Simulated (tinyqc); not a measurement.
# Inverter chain driving a load

N inverters, each f = Hc^(1/N) times larger than the one before: delay tau N (f + pp). Switched capacitance in units of the first input, with output capacitance pp times the input: Hc + (1 + pp)(Hc - 1)/(f - 1).

Inputs (values chosen for the exercise): load over the input capacitance of the chain Hc = 70; parasitic delay of an inverter pp = 0.6; delay unit tau = 1.6 ps.

Result of one run:
```
N      f  delay (ps)  switched capacitance
1  70.00       113.0                 71.60
```

What becomes of these results when the number of stages N is changed from 1 to 3, all else the same?

Result of the changed run:
```
N      f  delay (ps)  switched capacitance
3  4.121       22.66                 105.4
```

The whole series:
```
N      f  delay (ps)  switched capacitance
1  70.00       113.0                 71.60
2  8.367       28.69                 84.99
3  4.121       22.66                 105.4
4  2.893       22.35                 128.3
5  2.339       23.51                 152.5
6  2.030       25.25                 177.2
7  1.835       27.27                 202.2
8  1.701       29.45                 227.5
```

The delay goes from 113 through a minimum of 22.4 (at N = 4 among the rows listed) to 29.4 ps. The best stage effort solves pp + rho (1 - ln rho) = 0, rho = 3.27, which gives N = ln Hc/ln rho = 3.59. One stage fewer than the best costs 1.4 % in delay and saves 18 % of the switched capacitance.

tinyqc, about 0.01 s, one thread, Intel Xeon 2.30GHz (shared host): `OMP_NUM_THREADS=1 python tinyqc.py 2082188 2082189 out.jsonl`
